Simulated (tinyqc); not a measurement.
Ballistic transport through the one-dimensional subbands of a rectangular nanowire or nanosheet channel: one step, computed by the program tinyqc. Command: `OMP_NUM_THREADS=1 python tinyqc.py 3026185 3026186 out.jsonl wire walk`. One thread of a shared host (Intel(R) Xeon(R) Processor @ 2.30GHz), about 0.03 s of CPU time with the checks.

Hard walls, parabolic subbands, transport along x. Energies are counted from the bulk conduction band edge at the top of the barrier, which the gate pulls down by U; the source Fermi level lies at the bulk edge when U = 0.

Question. Subbands. E_pq = (hbar^2 pi^2/2)(p^2/(m_y b^2) + q^2/(m_z a^2)); valley pairs: (m_x, m_y, m_z) = (m_t, m_t, m_l), (m_t, m_l, m_t), (m_l, m_t, m_t), each with degeneracy g = 2; the 10 lowest subbands are kept.

Inputs (values chosen for the exercise, modelled on silicon):
```
quantity        value  unit
light mass m_t   0.19   m_0
heavy mass m_l  0.911   m_0
height a          2.8    nm
width b           5.9    nm
```

Valleys: silicon [100] wire.

Constants: hbar^2/(2 m_0) = 3.80998212 eV angstrom^2; k_B = 8.617333262e-05 eV/K.

Give: Subbands.

Answer.

Subbands:
```
valley axis  p  q  E (meV)  m_x (m_0)
z            1  1    109.5      0.190
y            1  1    264.3      0.190
z            1  2    267.4      0.190
z            2  1    280.1      0.190
y            2  1    299.9      0.190
x            1  1    309.3      0.911
y            3  1    359.2      0.190
z            2  2    438.0      0.190
y            4  1    442.2      0.190
x            2  1    479.9      0.911
```
